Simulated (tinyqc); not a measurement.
Site energy and hopping from one surface Green function.

Inverse problem. A semi-infinite chain with site energy e0 and hopping -t has g_s = 1/(E - e0 - t^2 g_s). Inside the band |g_s| = 1/t and Re g_s = (E - e0)/(2 t^2). Find t and e0.

g_s at E = -0.61 eV = -0.62500000-0.78062475i 1/eV

Solution. t = 1/|g_s|, and e0 = E - 2 t^2 Re g_s.

t = 1.000 eV
e0 = 0.6400 eV

tinyqc, about 0.07 s, one thread, Intel Xeon 2.30GHz (shared host): `OMP_NUM_THREADS=1 python tinyqc.py 2680045 2680046 out.jsonl`
